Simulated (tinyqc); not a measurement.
From results back to parameters: direct gap of a germanium-like layer under biaxial tension. Three cases, with inputs chosen for the exercise.

Problem. A (001) layer under biaxial tension e_par has ezz = -2 (C12/C11) e_par, Ec = Eg + ac tr(e), E(HH) = -P - Q and E(LH) = -P + (Q - Dso + sqrt(Dso^2 + 2 Dso Q + 9 Q^2))/2 with P = -av tr(e), Q = -b (e_par - ezz). The transition from the light-hole edge is given.

Find: e_par; Ec - E(HH).

Method. Ec - E(LH) falls steadily with tension, so bisection between 0 and 4 % gives the only root; then Ec - E(HH) = Eg + (ac - av) tr(e) + Q.

Case 1.

Values chosen (near those of Ge, gaps at low temperature; shifted at random, so the results belong to these values and not to a real crystal):
- Eg = 0.881 eV (gap at Gamma to the s-like level)
- Dso = 0.291 eV (spin-orbit splitting)
- ac = -8.08 eV (conduction deformation potential)
- av = 1.24 eV (valence hydrostatic potential)
- b = -2.53 eV (tetragonal shear potential)
- C11 = 131 GPa
- C12 = 48.9 GPa

Ec - E(LH) = 0.795679 eV

Solution.

e_par = 0.510 %
Ec - E(HH) = 0.8440 eV

Case 2.

Values chosen (near those of Ge, gaps at low temperature; shifted at random, so the results belong to these values and not to a real crystal):
- Eg = 0.901 eV (gap at Gamma to the s-like level)
- Dso = 0.286 eV (spin-orbit splitting)
- ac = -8.37 eV (conduction deformation potential)
- av = 1.22 eV (valence hydrostatic potential)
- b = -2.51 eV (tetragonal shear potential)
- C11 = 128.1 GPa
- C12 = 48.6 GPa

Ec - E(LH) = 0.805735 eV

Solution.

e_par = 0.560 %
Ec - E(HH) = 0.8591 eV

Case 3.

Values chosen (near those of Ge, gaps at low temperature; shifted at random, so the results belong to these values and not to a real crystal):
- Eg = 0.913 eV (gap at Gamma to the s-like level)
- Dso = 0.294 eV (spin-orbit splitting)
- ac = -8.38 eV (conduction deformation potential)
- av = 1.23 eV (valence hydrostatic potential)
- b = -2.6 eV (tetragonal shear potential)
- C11 = 129.8 GPa
- C12 = 48.4 GPa

Ec - E(LH) = 0.746546 eV

Solution.

e_par = 0.940 %
Ec - E(HH) = 0.8424 eV

Computed by tinyqc, one run a case: `OMP_NUM_THREADS=1 python tinyqc.py N N+1 out.jsonl` with N = 1050240, 1050284, 1050297; one thread of a shared Intel(R) Xeon(R) Processor @ 2.30GHz, about 0.01 s a run at most.
